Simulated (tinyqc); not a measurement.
# From one set of inputs to another, one input at a time

Model: two coupled magnetic layers: synthetic antiferromagnet, spin flop, exchange bias and magnetoresistance. Computed by tinyqc, a small Python program. Command: `OMP_NUM_THREADS=1 python tinyqc.py 3004836 3004837 out.jsonl saf ladder`. One thread of a shared host (Intel(R) Xeon(R) Processor @ 2.30GHz), about 1 s of CPU time with the checks.

Moments lie in the plane at the angles p1, p2 from the field. Energy per area: E = J1 cos(p1 - p2) + J2 cos^2(p1 - p2) - B M_s (t1 cos p1 + t2 cos p2) + K (t1 sin^2 p1 + t2 sin^2 p2).

The inputs printed are set A. Inputs not listed in the table keep their values of set A, so the rows need not describe a real material.

Inputs (values chosen for the exercise, for a model stack): saturation magnetisation M_s = 1370 kA/m; thickness t1 = 4.6 nm; thickness t2 = 4.6 nm; antiferromagnetic coupling J1 = 0.25 mJ/m^2; biquadratic coupling J2 = 0 mJ/m^2; in-plane anisotropy K = 2.8 kJ/m^3; field over the saturation field = 0.34.

Field direction: along the easy axis.

Method:
- The parallel state is stable while the Hessian at p1 = p2 = 0 is positive: with c = J1 + 2 J2 and u = B M_s + 2K, (u t1 - c)(u t2 - c) > c^2, so B_sat M_s = c (1/t1 + 1/t2) - 2K. B_K = 2K/M_s.
- With p1 = 0, p2 = 180 degrees and c2 = J1 - 2 J2 the Hessian is [[c2 + t1 (2K + b), -c2], [-c2, c2 + t2 (2K - b)]], b = B M_s; its determinant vanishes at the positive root of t1 t2 b^2 - c2 (t1 - t2) b - [2K c2 (t1 + t2) + 4 K^2 t1 t2] = 0.
- The lowest minimum of E over both angles (from five starts; of two mirror images the one with p1 >= 0, and for equal layers |p1| <= |p2|).

Each row keeps all changes above it:
```
input moved                             from    to  saturation field B_sat (mT)  stability limit B_sf of the antiparallel state (mT)  m/m_sat along B
set A                                      -     -                        75.25                                               18.467       3.4000e-01
in-plane anisotropy K (kJ/m^3)           2.8   6.7                        69.56                                               29.524       4.8271e-16
antiferromagnetic coupling J1 (mJ/m^2)  0.25  0.67                       202.85                                               46.641       3.4000e-01
saturation magnetisation M_s (kA/m)     1370  1450                       191.66                                               44.068       3.4000e-01
thickness t1 (nm)                        4.6   2.2                       301.24                                               22.389       3.5294e-01
field over the saturation field         0.34  0.47                       301.24                                               22.389       4.0938e-01
thickness t2 (nm)                        4.6   2.2                       410.82                                               62.987       4.7000e-01
```

Which inputs carry the difference?

Saturation field B_sat goes from 75.3 to 411, a factor 5.46 in all. The largest single move comes from antiferromagnetic coupling J1 (a factor 2.92). Stability limit B_sf of the antiparallel state goes from 18.5 to 63.0, a factor 3.41 in all. The largest single move comes from thickness t2 (a factor 2.81), and thickness t1 works against it (a factor 0.508). m/m_sat along B goes from 0.340 to 0.470, a factor 1.38 in all. The largest single move comes from antiferromagnetic coupling J1 (a factor 7.04e14), and in-plane anisotropy K works against it (a factor 1.42e-15). The single moves hold for this order of the switches; the total does not depend on the order.

Extremes, crossings and ranges named in words are read from the listed rows.
